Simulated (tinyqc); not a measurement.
Level against strength of the defect: Koster-Slater impurity in an sp3s* host.

sp3s* tight binding, nearest neighbours only: anion (a) at 0, cation (c) at a/4 (1,1,1), orbitals s, px, py, pz, s* on each; k in units of 2 pi/a. With phases e_j = exp(i (pi/2) k.n_j) for n = (1,1,1), (1,-1,-1), (-1,1,-1), (-1,-1,1): g0 = (e1+e2+e3+e4)/4, g1 = (e1+e2-e3-e4)/4, g2 = (e1-e2+e3-e4)/4, g3 = (e1-e2-e3+e4)/4. The diagonal holds the levels Esa, Epa, Exa (s*) and Esc, Epc, Exc. Anion-cation block: <sa|sc> = Vss g0; <sa|xc> = Vsapc g1; <xa|sc> = -Vscpa g1; <xa|xc> = Vxx g0; <xa|yc> = <ya|xc> = Vxy g3, <xa|zc> = <za|xc> = Vxy g2, <ya|zc> = <za|yc> = Vxy g1; <s*a|xc> = Vxapc g1; <xa|s*c> = -Vpaxc g1; y and z take g2 and g3 in place of g1; s-s* and s*-s* vanish.

A defect on an anion site (a) shifts the s level there by Vs or the three p levels by Vp and leaves the rest. A level in the gap solves 1/Vs = G_s(E) (symmetry A1) or 1/Vp = G_p(E) (T2, threefold), with G(E) = (1/N^3) sum over k and bands of w/(E - e), where w is the weight of the state on the s orbital of that site, or the mean weight on its px, py, pz. Mesh: k = f1 (-1,1,1) + f2 (1,-1,1) + f3 (1,1,-1), f = (j + 1/2)/N, j = 0 to N - 1. Energies from the top of the valence band at Gamma; the s* orbital of the site is left as it is. An infinite shift removes the s or p orbitals, the model of the ideal vacancy: G(E) = 0.

Inputs chosen for the exercise (out of a larger set: near a published set for SiC; not measured data): p = (-8.45, 2.117, -4.865, 4.315, 9.58, 9.31, -12.434, 3.051, 5.945, 9.516, 9.264, 8.723, 4.387) eV (order Esa, Epa, Esc, Epc, Exa, Exc, Vss, Vxx, Vxy, Vsapc, Vscpa, Vxapc, Vpaxc); N = 4 (mesh).

Eg (smallest gap of the host) = 2.32275 eV

A dash: no level in the gap from 0 to Eg. The last row is the ideal vacancy.

Levels (eV above the valence band):
```
shift (eV)     A1     T2
-40             -      -
-20         0.631      -
-12         1.188      -
-8          1.576      -
-5          1.916      -
-3          2.150      -
+3              -      -
+5              -  0.099
+8              -  0.575
+12             -  1.057
+20             -  1.577
+40             -  2.000
vacancy         -  2.306
```

How do the results move, and what explains it?

A1: a level lies in the gap for the attractive shifts -3, -5, -8, -12 and -20 eV, and no repulsive one does; G has no zero in the gap, so there is no vacancy level there and a strong enough shift drives the level out through the far edge. T2: no attractive shift listed puts a level in the gap, but a level lies there for the repulsive +5, +8, +12, +20 and +40 eV; the vacancy level lies at 2.306 eV. A level passes the edges where the shift equals 1/G, a value that is sensitive to the mesh there: on this one 1/G(0) = -37.4 and 1/G(Eg) = -1.3 eV for s, 4.3 and -362.2 eV for p.

tinyqc: `OMP_NUM_THREADS=1 python tinyqc.py 1451055 1451056 out.jsonl`; about 0.01 s, one thread, shared Intel(R) Xeon(R) Processor @ 2.30GHz.
